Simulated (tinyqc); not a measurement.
## The bottom gap that matches the currents

Problem. Photon flux above E from a black body at temperature T into a hemisphere: Phi(E, T) = A sum_k exp(-k E/th)[E^2 th/k + 2 E th^2/k^2 + 2 th^3/k^3], k = 1, 2, ..., with th = kB T/q in eV and A = 2 pi q^3/(h^3 c^2). In a two-junction cell the top cell (gap E1) absorbs every photon above E1 and the bottom cell (gap E2) every photon between E2 and E1, one electron each; the sun fills the share fs X of the hemisphere. The currents match when Phi(E2, Ts) = 2 Phi(E1, Ts). Find E2 and the matched current q fs X Phi(E1, Ts).

Parameters, values chosen for the exercise:
```
symbol,value,unit,meaning
Ts,5500,K,temperature of the black-body sun
fs,2.16e-5,,share of the hemisphere filled by the sun
X,1,,concentration
```

Constants: q = 1.602176634e-19 C, kB = 1.380649e-23 J/K, h = 6.62607015e-34 J s, c = 299792458 m/s. Results are converted to the units shown.

E1 = 1.3484848 eV

Solution. Phi falls steadily with energy, so the condition has one root below E1.

E2 = 0.610 eV
matched current = 34.1 mA/cm^2

tinyqc, about 0.01 s, one thread, Intel Xeon 2.30GHz (shared host): `OMP_NUM_THREADS=1 python tinyqc.py 2820038 2820039 out.jsonl`
